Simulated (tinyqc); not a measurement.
Ellipsoidal valleys in the axes of a wafer and a channel, step by step. Values are carried at full precision from step to step, so a last printed digit may differ when a step is redone from the rounded ones.

Valleys with axes a along [111], [1-1-1], [-11-1] and [-1-11], one whole valley each; inverse mass tensor w = 1/mt + (1/ml - 1/mt) a a. Device axes: z = nz/|nz|, x = nx/|nx|, y = z cross x; in them a = (ax, ay, az). Confinement mass mz = 1/w_zz. In the plane w_ij is replaced by u_ij = w_ij - w_iz w_jz/w_zz (i, j = x, y); density-of-states mass md = 1/sqrt(det u); conductivity mass along x mc = 1/u_xx; ballistic transport mass mx = u_yy/det u, width mass my = 1/u_yy.

Constants: hbar^2/2m0 = 3.80998211 eV angstrom^2; kB = 8.617333262e-05 eV/K.

Values chosen for the exercise (near those of the L valleys of Ge; the results hold for these values, not for the real material): ml = 1.649 m0 (longitudinal mass); mt = 0.084 m0 (transverse mass); nz = (0, 0, 1) (surface normal (confinement)); nx = (1, 0, 0) (channel direction); t = 7.4 nm (thickness of the film); T = 300 K (temperature).

## Device axes and valley axes

Give the rows x, y, z in cubic components and each valley axis in device components.

device axes:
```
    [100]   [010]   [001]
x  1.0000  0.0000  0.0000
y  0.0000  1.0000  0.0000
z  0.0000  0.0000  1.0000
```

valley axes:
```
               ax        ay        az
[111]     0.57735   0.57735   0.57735
[1-1-1]   0.57735  -0.57735  -0.57735
[-11-1]  -0.57735   0.57735  -0.57735
[-1-11]  -0.57735  -0.57735   0.57735
```

## Tensors of the valley [-11-1]

Form w and the reduced tensor u.

w (1/m0):
```
         x       y        z
x   8.1387  3.7661  -3.7661
y   3.7661  8.1387   3.7661
z  -3.7661  3.7661   8.1387
```

u (1/m0):
```
        x       y
x  6.3959  5.5089
y  5.5089  6.3959
```

The axis is tilted against the normal, so w_xz or w_yz is not zero and the reduction changes the masses in the plane.

## Masses of all valleys

Give mz, md, mc, mx and my.

Masses (m0):

| valley | mz | md | mc | mx | my |
|---|---|---|---|---|---|
| [111] | 0.1229 | 0.3077 | 0.1564 | 0.6057 | 0.1564 |
| [1-1-1] | 0.1229 | 0.3077 | 0.1564 | 0.6057 | 0.1564 |
| [-11-1] | 0.1229 | 0.3077 | 0.1564 | 0.6057 | 0.1564 |
| [-1-11] | 0.1229 | 0.3077 | 0.1564 | 0.6057 | 0.1564 |

mz md^2 = ml mt^2 = 0.01164 for every valley, so a heavy confinement mass comes with a small density of states. On this face all axes make the same angle with the normal.

## Subbands and shares in a film

Hard walls: E_n = c (n pi/t)^2/mz, c = hbar^2/2m0, n = 1, 2, 3. Non-degenerate share of a valley proportional to md sum_n exp(-E_n/kT); mean 1/mc = sum of share/mc. 1 nm = 10 angstrom.

Give the ladders, the shares and the mean conductivity mass.

Subbands:

| valley | E1 (meV) | E2 (meV) | E3 (meV) | share |
|---|---|---|---|---|
| [111] | 55.9 | 223.5 | 503.0 | 0.250 |
| [1-1-1] | 55.9 | 223.5 | 503.0 | 0.250 |
| [-11-1] | 55.9 | 223.5 | 503.0 | 0.250 |
| [-1-11] | 55.9 | 223.5 | 503.0 | 0.250 |

mean mc = 0.1564 m0

The lowest ladder ([111], [1-1-1], [-11-1] and [-1-11]) holds 100 % of the electrons in these valleys: all valleys have the same mz and md on this face, though not always the same mc.

## Checks

- mz md^2 against ml mt^2: they agree to 1e-10 or better.
- mx my against md^2: they agree to 1e-10 or better.

Computed by tinyqc, a small Python program: `OMP_NUM_THREADS=1 python tinyqc.py 1850098 1850099 out.jsonl` (the numbers bound the seed that draws the inputs); one thread of a shared host (Intel(R) Xeon(R) Processor @ 2.30GHz), about 0.01 s for the whole set of steps.
